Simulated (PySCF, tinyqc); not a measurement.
FCI on RHF in the sto-3g basis, frozen core, for BeH+, spin multiplicity 1, step by step. The lowest restricted solution is unstable here: a spin-polarised one lies 0.0492 hartree lower (PySCF). One step of it, computed by the program tinyqc.

Task: FCI: determinants and Hamiltonian. Slater-Condon rules over spin orbitals, with the nuclear repulsion and the energy of the frozen orbital added and E(HF) subtracted on the diagonal. Only determinants linked to the reference directly or through others are kept (one block of an abelian symmetry group), so some states are absent.

one-electron integrals dressed by the frozen orbital, h + 2 (pq|11) - (p1|1q) (hartree), lower triangle:
```
           2          3          4          5          6
2  -0.980122
3   0.048934  -0.831336
4   0.000000   0.000000  -0.729679
5   0.000000   0.000000   0.000000  -0.729679
6  -0.010117  -0.043401   0.000000   0.000000  -0.716642
```

energy of the frozen orbital, 2 h_11 + (11|11) = -13.90506882 hartree

Two-electron integrals over orbitals (pq|rs), unique and non-zero (hartree); the lowest 1 orbital is frozen and left out:
```
(22|22) 0.397001    (32|22) -0.048934   (32|32) 0.107851    (33|22) 0.345462
(33|32) -0.009239   (33|33) 0.383155    (42|42) 0.051277    (43|42) 0.038906
(43|43) 0.041697    (44|22) 0.339692    (44|32) 0.070609    (44|33) 0.339839
(44|44) 0.449859    (52|52) 0.051277    (53|52) 0.038906    (53|53) 0.041697
(54|54) 0.024249    (55|22) 0.339692    (55|32) 0.070609    (55|33) 0.339839
(55|44) 0.401360    (55|55) 0.449859    (62|22) 0.010117    (62|32) 0.058916
(62|33) -0.033715   (62|44) 0.063921    (62|55) 0.063921    (62|62) 0.095504
(63|22) 0.051159    (63|32) -0.104114   (63|33) -0.002439   (63|44) -0.057124
(63|55) -0.057124   (63|62) -0.051077   (63|63) 0.117912    (64|42) 0.016923
(64|43) -0.000020   (64|64) 0.020301    (65|52) 0.016923    (65|53) -0.000020
(65|65) 0.020301    (66|22) 0.397931    (66|32) -0.034713   (66|33) 0.372776
(66|44) 0.354616    (66|55) 0.354616    (66|62) 0.007310    (66|63) 0.027540
(66|66) 0.423781
```

nuclear repulsion = 0.93083063 hartree

Hartree-Fock energy = -14.53748166 hartree

Give: determinants; H - E(HF) between determinants.

Result:

Occupation strings over the orbitals (2 doubly, a alpha, b beta, 0 empty; spin orbitals ordered 1a 1b 2a 2b ...): 220000 2ab000 2a000b 2ba000 2b000a 202000 20a00b 200200 200020 20b00a 200002

H - E(HF) between determinants (hartree), lower triangle:
```
        220000  2ab000  2a000b  2ba000  2b000a  202000  20a00b  200200
220000   0.000
2ab000   0.000   0.097
2a000b   0.000   0.008   0.264
2ba000   0.000  -0.108  -0.059   0.097
2b000a   0.000  -0.059  -0.096   0.008   0.264
202000   0.108   0.040  -0.104  -0.040   0.104   0.284
20a00b   0.059  -0.104   0.014   0.044   0.051  -0.046   0.388
200200   0.051   0.039   0.017  -0.039  -0.017   0.042   0.000   0.554
200020   0.051   0.039   0.017  -0.039  -0.017   0.042   0.000   0.024
20b00a  -0.059   0.044   0.051  -0.104   0.014   0.046  -0.118   0.000
200002   0.096  -0.051  -0.003   0.051   0.003   0.118  -0.016   0.020

        200020  20b00a  200002
200020   0.554
20b00a   0.000   0.388
200002   0.020   0.016   0.554
```
